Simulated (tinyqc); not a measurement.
Worked calculation: composition and strain of an epitaxial Si(1-x)Ge(x) layer from Raman and X-ray peaks. Computed by tinyqc, a small Python program that keeps every step. Command: `OMP_NUM_THREADS=1 python tinyqc.py 3021805 3021806 out.jsonl epiraman walk`. One thread of a shared host (Intel(R) Xeon(R) Processor @ 2.30GHz), about 0.01 s of CPU time with the checks. Intermediate numbers are printed to about 6 digits and carried at full precision; extremes and crossings named in words are read from the listed rows.

A (001) layer, biaxially strained in the plane. The Raman peaks follow empirical lines omega = w0 + c1 x + c3 x^3 + b eps (c3 for Si-Ge alone), with eps the in-plane strain.

Inputs (values chosen for the exercise, modelled on silicon-germanium):

| quantity | value | unit |
|---|---|---|
| Ge fraction x | 0.18 | - |
| degree of relaxation R | 0 | - |
| lattice constant of Si | 5.431 | angstrom |
| lattice constant of Ge | 5.658 | angstrom |
| bowing B | 0.026 | angstrom |
| 2 C12/C11 of Si | 0.769 | - |
| 2 C12/C11 of Ge | 0.746 | - |
| Si-Si: w0 | 520.8 | 1/cm |
| Si-Si: c1 | -67.1 | 1/cm |
| Si-Si: strain coefficient b | -759 | 1/cm |
| Si-Ge: w0 | 400 | 1/cm |
| Si-Ge: c1 | 23.8 | 1/cm |
| Si-Ge: c3 | -31.3 | 1/cm |
| Si-Ge: strain coefficient b | -566 | 1/cm |
| Ge-Ge: w0 | 280.1 | 1/cm |
| Ge-Ge: c1 | 19.3 | 1/cm |
| Ge-Ge: strain coefficient b | -436 | 1/cm |
| uncertainty of a Raman peak | 0.3 | 1/cm |
| X-ray wavelength | 1.540598 | angstrom |

Substrate: silicon. Pair of peaks used: Si-Ge and Ge-Ge.

## Lattice constants and strain

Relaxed lattice constant a(x) = a_Si + (a_Ge - a_Si) x - B x (1 - x). In-plane constant a_par = a_sub + R (a(x) - a_sub); eps = a_par/a(x) - 1; eps_perp = -(2 C12/C11) eps with 2 C12/C11 linear in x; a_perp = a(x) (1 + eps_perp).

relaxed constant a(x) = 5.46802 angstrom

substrate constant a_sub = 5.431 angstrom

a_par = 5.431 angstrom

in-plane strain eps = -6.77071 per mille

strain along the normal = 5.17865 per mille

a_perp = 5.49634 angstrom

The layer is under compression in the plane and is stretched along the normal.

## Raman peaks

Insert x and eps in the three lines; the strain part is b eps.

Si-Si peak = 513.861 1/cm

Si-Ge peak = 407.934 1/cm

Ge-Ge peak = 286.526 1/cm

strain parts (1/cm): Si-Si 5.13897, Si-Ge 3.83222, Ge-Ge 2.95203

Read as unstrained, the Si-Si peak would give x = 0.103 in place of 0.18. Caution: near either end one of the like-atom peaks is weak, since its intensity follows the number of such bonds.

## X-ray (004) reflection

Bragg angle theta = arcsin(2 lambda/a) for (004), for the substrate with a_sub and the layer with a_perp; separation in arc seconds.

theta of the substrate = 34.5646 degree

theta of the layer = 34.0966 degree

separation, layer less substrate = -1684.59 arcsec

## Back from two peaks to composition and strain

Unknowns x and eps (per mille). Newton steps: J d = (measured - model), J = [d omega/dx, d omega/d eps] for the two peaks; start at x = 0.5, eps = 0; stop when |d| < 1e-9. The peaks are rounded to 0.001 per cm; R = (a(x)(1 + eps) - a_sub)/(a(x) - a_sub).

peaks used (1/cm): Si-Ge 407.934, Ge-Ge 286.526

Iterations:

| step | x | eps (per mille) | residual 1 (1/cm) | residual 2 (1/cm) |
|---|---|---|---|---|
| 0 | 0.500000 | 0 | -5.35000e-02 | -3.224 |
| 1 | 0.332921 | -1.41438e-03 | 1.16464e+00 | 0.000 |
| 2 | 0.233057 | -4.42203e+00 | 2.80595e-01 | 0.000 |
| 3 | 0.188902 | -6.37658e+00 | 3.99714e-02 | 0.000 |
| 4 | 0.180223 | -6.76079e+00 | 1.31577e-03 | 0.000 |
| 5 | 0.179917 | -6.77432e+00 | 1.58033e-06 | 0.000 |
| 6 | 0.179917 | -6.77433e+00 | 0 | 0.000 |

recovered x = 0.179917

recovered eps = -6.77433 per mille

recovered R = -0.001

## Which pair of peaks is best

For each pair invert J = [d omega/dx, d omega/d eps] at the true x. Independent errors of the given size in both peaks give sigma_x and sigma_eps = uncertainty x (norm of the rows of the inverse of J).

Error propagation:

| pair | det J | sigma_x | sigma_eps (per mille) |
|---|---|---|---|
| Si-Si and Si-Ge | 53.7336 | 0.00528609 | 0.392142 |
| Si-Si and Ge-Ge | 43.9043 | 0.00598107 | 0.477086 |
| Si-Ge and Ge-Ge | 1.87347 | 0.114407 | 4.53871 |

The pair Si-Si and Si-Ge fixes x best (sigma_x = 0.0053) and Si-Ge and Ge-Ge worst (0.11), a factor 22. Strain moves all peaks the same way, so a good pair needs different ratios of composition slope to strain coefficient, best of opposite sign; the slopes here are -67.1, 20.8 and 19.3 per cm for Si-Si, Si-Ge and Ge-Ge. Errors in the coefficients themselves are not counted.

## Relaxation at fixed composition

(004) Bragg angle theta = arcsin(2 lambda/a), with a = a_perp for the layer and a_sub for the substrate; separation = layer less substrate. The apparent x is the one that a fully strained layer (R = 0) would need to give the same a_perp.

Signatures:

| R | eps (per mille) | Si-Si (1/cm) | Ge-Ge (1/cm) | a_perp (angstrom) | (004) separation (arcsec) | apparent x if R = 0 is assumed |
|---|---|---|---|---|---|---|
| 0.00 | -6.77071 | 513.861 | 286.526 | 5.49634 | -1684.59 | 0.180000 |
| 0.15 | -5.75510 | 513.090 | 286.083 | 5.49209 | -1576.58 | 0.168518 |
| 0.30 | -4.73950 | 512.319 | 285.640 | 5.48784 | -1468.36 | 0.157007 |
| 0.50 | -3.38536 | 511.291 | 285.050 | 5.48218 | -1323.75 | 0.141612 |
| 0.70 | -2.03121 | 510.264 | 284.460 | 5.47652 | -1178.77 | 0.126164 |
| 0.85 | -1.01561 | 509.493 | 284.017 | 5.47227 | -1069.80 | 0.114543 |
| 1.00 | 0.00000 | 508.722 | 283.574 | 5.46802 | -960.61 | 0.102892 |

Full relaxation moves the Si-Si peak by -5.14 per cm and shrinks the X-ray separation to 57 % of its strained value, about 1/(1 + 2 C12/C11). A symmetric reflection alone cannot part x from R: a relaxed layer read as strained gives x = 0.103 in place of 0.18. An asymmetric reflection or a second peak is needed.

Checks made by the program: recovered composition (relative difference 5e-04).
